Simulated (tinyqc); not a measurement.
Worked calculation: band edges of strained Si(1-x)Ge(x) on relaxed Si(1-y)Ge(y). Values are carried at full precision from step to step, so a last printed digit may differ when a step is redone from the rounded ones.

Values are linear in the Ge fraction but for ED(x) = linear - CD x (1 - x) and a(x) = linear - Ca x (1 - x). Energies are on the common scale of Ev.

Inputs chosen for the exercise (end members near Si and Ge, in this order; not measured data): a = (5.429, 5.662) angstrom (lattice constant); Dso = (0.045, 0.29) eV (spin-orbit splitting); av = (2.5, 1.26) eV (valence hydrostatic potential); b = (-2.09, -2.53) eV (tetragonal shear potential); d = (-4.82, -5.23) eV (trigonal shear potential); C11 = (163.9, 126.7) GPa; C12 = (64.4, 47.8) GPa; C44 = (78.6, 67) GPa; Ev = (0, 0.68) eV (top of the unstrained valence band); ED = (1.157, 0.916) eV (gap to the Delta valleys); EL = (2.04, 0.755) eV (gap to the L valleys); aD = (1.62, 1.29) eV (hydrostatic potential of the Delta gap); aL = (-3.39, -2.71) eV (hydrostatic potential of the L gap); XuD = (9.23, 9.69) eV (uniaxial potential, Delta); XuL = (16.21, 15.22) eV (uniaxial potential, L); CD = 0.229 eV (bowing of the Delta gap); Ca = 0 angstrom (bowing of the lattice constant); x = 0.14 (Ge fraction of the layer); y = 0.59 (Ge fraction of the relaxed buffer); face = 110 (growth face).

## Values of the layer and the buffer

Interpolate at x and at y.

Interpolated values (a in angstrom, C11, C12, C44 in GPa, all else in eV):
```
symbol      layer     buffer
a         5.46162    5.56647
Dso       0.07930    0.18955
av        2.32640    1.76840
b        -2.15160   -2.34960
d        -4.87740   -5.06190
C11     158.69200  141.95200
C12      62.07600   54.60600
C44      76.97600   71.75600
Ev        0.09520    0.40120
ED        1.09569    0.95941
EL        1.86010    1.28185
aD        1.57380    1.42530
aL       -3.29480   -2.98880
XuD       9.29440    9.50140
XuL      16.07140   15.62590
```

## Strain of the layer on a (110) buffer

Coherent growth on a (110) face: e_par = (a(y) - a(x))/a(x), e_perp = -(C11 + 3 C12 - 2 C44)/(C11 + C12 + 2 C44) e_par; exx = eyy = (e_par + e_perp)/2, ezz = e_par, exy = (e_perp - e_par)/2, eyz = ezx = 0.

Use the elastic constants of the layer.

e_par = 0.019198
e_perp = -0.009784

strain tensor in the cubic axes, rows x, y, z and columns alike:
```
[[0.004707, -0.014491, 0.000000],
 [-0.014491, 0.004707, 0.000000],
 [0.000000, 0.000000, 0.019198]]
```

The layer is under tension in the plane; its volume changes by +2.861 %.

## Conduction valleys of the layer

A valley with unit axis u lies at Ev + gap + (av + a_valley) tr(e) + Xu (u.e.u - tr(e)/3); the Delta axes are x, y, z and the L axes [111], [1-1-1], [-11-1], [-1-11]. The second-order shift of the Delta valleys under shear is left out; it lowers the pair normal to the sheared plane by tens of meV at a shear of 1 %.

Give the hydrostatic shifts, the uniaxial shifts and the edges.

hydrostatic shifts of Delta and L (eV): [0.1116, -0.0277]

uniaxial shifts (eV): Delta x -0.0449, Delta y -0.0449, Delta z 0.0898, L [111] -0.1553, L [1-1-1] 0.1553, L [-11-1] 0.1553, L [-1-11] -0.1553

valley edges (eV): Delta x 1.2576, Delta y 1.2576, Delta z 1.3923, L [111] 1.7723, L [1-1-1] 2.0828, L [-11-1] 2.0828, L [-1-11] 1.7723

The lowest set is Delta4 (the digit counts whole valleys) at 1.2576 eV; the Delta valleys spread over 135 meV and the L valleys over 311 meV.

## Valence edges of the layer

Valence edges: Ev plus the levels of the 6 x 6 matrix of X, Y, Z times spin with -Dso/3 + l exx + m (eyy + ezz) on the diagonal (cyclic), n exy off it, l = av + 2 b, m = av - b, n = sqrt(3) d. Spin-orbit term (Dso/3) L.sigma on X, Y, Z with (L_k)_ij = -i epsilon_kij: <X+|H|Y+> = -i Dso/3, <X+|H|Z-> = Dso/3, <Y+|H|Z-> = -i Dso/3, <Z+|H|X-> = -Dso/3, <Z+|H|Y-> = i Dso/3, <X-|H|Y-> = i Dso/3, and their conjugates; + and - are the spin along z.

Give the strain block and the three twofold edges.

strain block (eV), rows X, Y, Z and columns alike:
```
[[0.0977, 0.1224, 0],
 [0.1224, 0.0977, 0],
 [0, 0, 0.0042]]
```

edges from the top (eV): [0.2943, 0.0883, 0.0234]

The top two edges are split by 206 meV.

## Gap and offsets against the buffer

Buffer: Ev(y) and Ec = Ev(y) + min(ED, EL). dEc = Ec(buffer) - Ec(layer), dEv = Ev(layer) - Ev(buffer); positive values confine the carrier in the layer; type I if both have one sign.

gap of the strained layer = 0.9633 eV
gap of the buffer = 0.9594 eV
dEc = 0.1030 eV
dEv = -0.1069 eV

Type II: electrons collect in the layer (103 meV) and holes in the buffer (107 meV). The relaxed layer would have a gap of 1.096 eV, so strain has moved it by -132 meV.

## Checks

- Mean of the three Delta edges against the hydrostatic shift alone (eV): both 1.30248.

Run: tinyqc, `OMP_NUM_THREADS=1 python tinyqc.py 1081341 1081342 out.jsonl`; Intel(R) Xeon(R) Processor @ 2.30GHz, one thread, shared host; about 0.02 s of CPU time with all checks.
